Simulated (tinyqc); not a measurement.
Inside a calculation. Model: quasi-harmonic thermal expansion with mode Grueneisen parameters. Computed by tinyqc, a small Python program that keeps every step. Command: `OMP_NUM_THREADS=1 python tinyqc.py 3022074 3022075 out.jsonl qha walk`. One thread of a shared host (Intel(R) Xeon(R) Processor @ 2.30GHz), about 0.03 s of CPU time with the checks. Intermediate numbers are printed to about 5 digits and carried at full precision; extremes and crossings named in words are read from the listed rows.

A crystal with two atoms a cell; per atom there are 1 transverse acoustic (TA), 1/2 longitudinal acoustic (LA) and 3/2 optical (O) modes. Every frequency of group i scales as nu_i (V/V0)^(-gamma_i). The acoustic groups have Debye spectra, density 3 nu^2/nu_i^3 up to nu_i (40 Gauss-Legendre points); the optical group has one frequency. Static energy: E = (9 V0 B0/16) [y^3 B' + y^2 (2 - 4 y)], y = (V0/V)^(2/3) - 1, with pressure P_s = (3 B0/2) (z^7 - z^5) [1 + (3/4)(B' - 4)(z^2 - 1)], z = (V0/V)^(1/3).

Inputs (values chosen for the exercise, for a model crystal):
```
quantity                       value             unit
static volume V0                10.5  angstrom^3/atom
static bulk modulus B0          77.1              GPa
static B'                       4.09                -
frequency nu_TA                 6.54              THz
frequency nu_LA                 15.8              THz
frequency nu_O                  20.4              THz
Grueneisen parameter gamma_TA   0.96                -
Grueneisen parameter gamma_LA    1.7                -
Grueneisen parameter gamma_O     1.9                -
temperature T                    200                K
step factor f                      1                -
```

Acoustic groups: Debye.

Constants: h x 1 THz = 4.135667696 meV; k_B = 8.617333262e-05 eV/K; 1 eV/angstrom^3 = 160.2176634 GPa.

## Mode groups at the static volume

For a mode with x = h nu/(k_B T), n = 1/(exp(x) - 1): U = h nu (n + 1/2), C/k_B = x^2 n (n + 1); U_i and C_i sum these over group i with its weight per atom. Phonon pressure P_ph = sum_i gamma_i U_i/V.

Groups:
```
group  h nu_i/(k_B T)  U_i (meV)  C_i (k_B)  gamma_i C_i (k_B)
TA             1.5694     19.297    0.88692            0.85144
LA             3.7914     13.970    0.26737            0.45454
O              4.8952     64.230    0.27302            0.51873
```

phonon pressure at V0 = 2.5072 GPa

## Grueneisen's estimate

gamma_th = sum gamma_i C_i / sum C_i; volume expansion coefficient alpha_V = gamma_th C k_B/(B0 V0); linear coefficient alpha_V/3; first-order volume change P_ph/B0.

heat capacity C at V0 = 1.4273 k_B/atom

gamma_th at V0 = 1.2784

linear expansion, Grueneisen estimate = 10.373 ppm/K

first-order volume change = 3.2519 %

The TA group gives the largest part of the expansion.

## Equilibrium volume by iteration

Start at V0 and step V(new) = V [1 + f (P_s + P_ph)/B0]; stop when |P_s + P_ph| < 1e-8 GPa, after 60 steps, or when V leaves 0.7 to 1.3 V0.

Iterations:
```
step  V (angstrom^3)  P_s + P_ph (GPa)
0             10.500        2.5072e+00
1             10.841        5.3246e-03
2             10.842        2.7197e-04
3             10.842        1.3922e-05
4             10.842        7.1275e-07
5             10.842        3.6490e-08
6             10.842        1.8681e-09
```

converged (1 yes, 0 no) = 1

volume V(T) = 10.842 angstrom^3/atom

Converged at step 6; the volume lies +3.259 % from V0.

## Properties at the equilibrium volume

B_T = -V d(P_s + P_ph)/dV at fixed T (central difference, step 1e-4 V); alpha_V = sum gamma_i C_i k_B/(B_T V), all at V(T); the linear coefficient is alpha_L = alpha_V/3. C_P - C_V = alpha_V^2 B_T V T; the optical frequency is nu_O (V/V0)^(-gamma_O).

volume change from V0 = 3.2594 %

isothermal bulk modulus B_T = 73.153 GPa

linear expansion coefficient = 11.345 ppm/K

C_V = 1.5007 k_B/atom

C_P - C_V = 0.013309 k_B/atom

optical frequency at V(T) = 19.194 THz

B_T lies -5.12 % from the static B0, and the Grueneisen estimate at V0 differs from this expansion coefficient by -8.6 %.

## Zero-point expansion

At T = 0, U_i is the zero-point energy (h nu/2 a mode); solve P_s + P_ph = 0.

volume at T = 0 = 10.811 angstrom^3/atom

zero-point volume change = 2.9612 %

## Expansion against temperature

V(T) solves P_s + P_ph = 0. The Grueneisen estimate uses C_i, V0 and B0 at the static volume; gamma_th = sum gamma_i C_i / sum C_i is taken at V(T).

Quasi-harmonic results:
```
T (K)  V/V0 - 1 (%)  B_T (GPa)  alpha_L (ppm/K)  alpha_L, Grueneisen estimate  gamma_th
20           2.9614     74.260            0.129                         0.117    0.9870
40           2.9643     74.248            0.921                         0.847    0.9903
70           2.9816     74.184            2.830                         2.664    1.0139
100          3.0162     74.065            4.613                         4.341    1.0626
150          3.1113     73.715            7.794                         7.190    1.1877
220          3.3340     72.878           12.723                        11.623    1.3381
300          3.7114     71.604           17.414                        15.889    1.4298
450          4.6692     68.901           22.856                        20.617    1.4983
700          6.6789     64.277           27.330                        23.763    1.5320
1000         9.5001     58.817           30.505                        25.094    1.5439
```

alpha_L is positive throughout. gamma_th moves from 0.99, near gamma_TA = 0.96, to 1.54, near the average over all modes, 1.55, as the stiffer groups take up their share of C. B_T changes by -20.8 % over the table, and at the highest T the estimate at fixed V0 and B0 is off by -17.7 %. Rows with a volume change above 4 % are beyond the safe range of the quasi-harmonic model.

Checks made by the program: zero of the pressure against the minimum of F(V) = E + F_ph (relative difference 7e-09); alpha against the slope of V(T) (relative difference 4e-08).
